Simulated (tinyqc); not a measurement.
Inside a calculation. Method: power iteration on a symmetric matrix. Computed by tinyqc, a small Python program that keeps every step. Settings: method = power, shift = 1.12. Command: `OMP_NUM_THREADS=1 python tinyqc.py 26513 26514 out.jsonl` (the two numbers bound the seeds that draw the settings). One thread of a shared host (Intel(R) Xeon(R) Processor @ 2.60GHz), about 0.01 s of CPU time with the checks.

## Step 1

A:
```
,1,2,3
1,0.074000,0.901000,-1.171000
2,0.901000,1.147000,-0.894000
3,-1.171000,-0.894000,5.136000
```

vector v at the start: 0.577350  0.577350  0.577350

shift = 1.120000

w = (A - shift) v; v' = w/|w| with its largest component positive (the first on a tie); lambda = v'^T A v'.

vector after step 1: -0.559144  0.014446  0.828944

Rayleigh quotient after step 1 = 4.602121

## Step 2

As before.

vector after step 2: -0.089233  -0.297864  0.950429

Rayleigh quotient after step 2 = 5.494477

## Course of the iteration

Stop when the residual |A v - lambda v| is below 1e-9.

Steps:
```
step,lambda,residual
1,4.60212073,2.31e+00
2,5.49447670,9.69e-01
3,5.63040873,3.56e-01
4,5.64839228,1.28e-01
5,5.65071979,4.61e-02
6,5.65102017,1.66e-02
7,5.65105892,5.95e-03
8,5.65106392,2.14e-03
9,5.65106456,7.67e-04
10,5.65106464,2.75e-04
11,5.65106465,9.89e-05
12,5.65106466,3.55e-05
13,5.65106466,1.28e-05
14,5.65106466,4.58e-06
15,5.65106466,1.65e-06
16,5.65106466,5.91e-07
17,5.65106466,2.12e-07
18,5.65106466,7.63e-08
19,5.65106466,2.74e-08
20,5.65106466,9.84e-09
21,5.65106466,3.53e-09
22,5.65106466,1.27e-09
23,5.65106466,4.56e-10
```

all eigenvalues, for comparison: -0.507391  1.213326  5.651065

Converged in 23 steps.
